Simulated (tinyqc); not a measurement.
Jacobi rotations on a symmetric matrix, step by step. Computed by tinyqc, a small Python program that keeps every step. Settings: method = jacobi. Command: `OMP_NUM_THREADS=1 python tinyqc.py 29636 29637 out.jsonl` (the two numbers bound the seeds that draw the settings). One thread of a shared host (Intel(R) Xeon(R) Processor @ 2.60GHz), about 0.01 s of CPU time with the checks.

## Jacobi rotation 1

A:
```
[[1.230000, -0.277000, -0.311000],
 [-0.277000, 1.353000, -0.619000],
 [-0.311000, -0.619000, 1.486000]]
```

Take the largest off-diagonal element A_pq; tan 2 theta = 2 A_pq / (A_qq - A_pp) with |theta| <= pi/4; A' = J^T A J with J_pp = J_qq = cos, J_pq = sin, J_qp = -sin.

p, q, theta (rad): [2.000000, 3.000000, -0.731888]

A':
```
[[1.230000, -0.413898, -0.046245],
 [-0.413898, 0.796938, 0.000000],
 [-0.046245, 0.000000, 2.042062]]
```

## Jacobi rotation 2

As before.

p, q, theta (rad): [1.000000, 2.000000, 0.544400]

A':
```
[[1.480585, 0.000000, -0.039560],
 [0.000000, 0.546353, -0.023951],
 [-0.039560, -0.023951, 2.042062]]
```

## Jacobi rotation 3

As before.

p, q, theta (rad): [1.000000, 3.000000, -0.069996]

A':
```
[[1.477811, -0.001675, 0.000000],
 [-0.001675, 0.546353, -0.023892],
 [0.000000, -0.023892, 2.044835]]
```

## All rotations

The off-diagonal norm falls at every rotation.

Rotations:
```
step  p  q      theta  off-diagonal norm
1     2  3  -0.731888           5.89e-01
2     1  2   0.544400           6.54e-02
3     1  3  -0.069996           3.39e-02
4     2  3  -0.015939           2.37e-03
5     1  2   0.001797           3.78e-05
6     1  3   0.000047           6.79e-08
7     2  3   3.20e-08           3.19e-12
```

eigenvalues: [0.545970, 1.477814, 2.045216]
